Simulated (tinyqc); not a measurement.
Moving the second set by strain or alloying: electrons shared among three sets of ellipsoidal valleys.

F_j(eta) = (1/Gamma(j + 1)) integral_0^infinity x^j dx/(1 + exp(x - eta)), which tends to exp(eta) for eta << 0.

Sets L, Gamma, Delta: N_i = M_i times N = 2 (m kB T/(4 pi c))^(3/2) with c = hbar^2/2m0, in 1/angstrom^3; times 1e24 for 1/cm^3, m = (ml mt^2)^(1/3); n = sum_i N_i F_1/2((EF - dE_i)/kT), energies from the edge of the first set; mu_drift = sum of share times mobility.

Constants: hbar^2/2m0 = 3.80998211 eV angstrom^2; kB = 8.617333262e-05 eV/K.

Inputs chosen for the exercise (masses and offsets near those of Ge; mobilities are free inputs, held fixed; shifted at random, so the results belong to these values and not to a real crystal): dE = (0, 0.135, 0.178) eV (edges of L, Gamma, Delta above the first); M = (4, 1, 6) (valleys in each set); ml = (1.648, 0.039, 0.884) m0 (longitudinal masses of L, Gamma, Delta); mt = (0.0813, 0.039, 0.2048) m0 (transverse masses); mu = (4500, 17000, 1200) cm^2/(V s) (mobility of each set); n = 3.6e+17 1/cm^3 (total electron density); T = 400 K.

The second entry of dE is replaced by the values listed; a negative value puts that set lowest.

Populations:
```
offset (eV),EF (eV),share L,share Gamma,share Delta,mu_drift
-0.100,-0.1405,0.7565,0.2315,0.0120,7354
-0.050,-0.1339,0.9150,0.0704,0.0146,5332
0.000,-0.1320,0.9667,0.0178,0.0154,4672
0.025,-0.1316,0.9757,0.0088,0.0156,4558
0.050,-0.1315,0.9801,0.0043,0.0156,4502
0.100,-0.1314,0.9833,0.0010,0.0157,4461
0.150,-0.1313,0.9841,0.0002,0.0157,4451
0.200,-0.1313,0.9842,0.0001,0.0157,4449
0.300,-0.1313,0.9843,0.0000,0.0157,4448
```

What does the comparison show?

The share of L goes from 0.756 to 0.984 and the mean mobility from 7354 to 4448 cm^2/(V s). L holds more than Gamma throughout. The share of Delta is at most 0.016. With Boltzmann statistics the first two sets are equal at kT ln(N_2/N_1) = -0.1376 eV.

(tinyqc, `OMP_NUM_THREADS=1 python tinyqc.py 1681424 1681425 out.jsonl`, Intel(R) Xeon(R) Processor @ 2.30GHz, 1 thread, shared host, about 0.01 s.)
